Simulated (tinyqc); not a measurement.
Q-state Potts model on a small periodic square lattice: enumeration, Metropolis, heat-bath and Wolff steps: one step, computed by the program tinyqc. Command: `OMP_NUM_THREADS=1 python tinyqc.py 3113872 3113873 out.jsonl potts walk`. One thread of a shared host (Intel(R) Xeon(R) Processor @ 2.30GHz), about 0.04 s of CPU time with the checks.

E = -J x (number of nearest-neighbour bonds with equal states); n x n sites with periodic edges have 2 n^2 bonds. Order parameter m = (q f - 1)/(q - 1), f being the largest share of one state. Sites are numbered row by row from 0. Here q = 3 and n = 3.

Task: Eight single-site steps. Site = floor(r1 n^2). Trial state = (old + 1 + floor(r2 (q - 1))) mod q; it is accepted if r3 < min(1, exp(K db)), db the change in equal bonds.

Inputs (values chosen for the exercise, for a model of domains or grain orientations): temperature T = 586 K.

Update: Metropolis.

start states:
```
   1  2  3
1  0  1  0
2  0  2  0
3  2  0  2
```

random numbers, one row a step:
```
        1       2       3
1  0.1895  0.1616  0.0210
2  0.4205  0.5132  0.6603
3  0.4727  0.2356  0.7571
4  0.2922  0.4992  0.8268
5  0.5853  0.8315  0.0156
6  0.2778  0.9809  0.4378
7  0.7113  0.6077  0.0215
8  0.3888  0.2445  0.8315
```

K = 1.049555

Give: the table «Steps» with the columns old, trial, db, acceptance, new; states afterwards.

Result:

Steps:
```
site  old  trial  db  acceptance  new
1       1      2   1       1.000    2
3       0      2   0       1.000    2
4       2      0   0       1.000    0
2       0      1  -2       0.123    0
5       0      2   0       1.000    2
2       0      2   2       1.000    2
6       2      1  -2       0.123    1
3       2      0   1       1.000    0
```

states afterwards:
```
   1  2  3
1  0  2  2
2  0  0  2
3  1  0  2
```
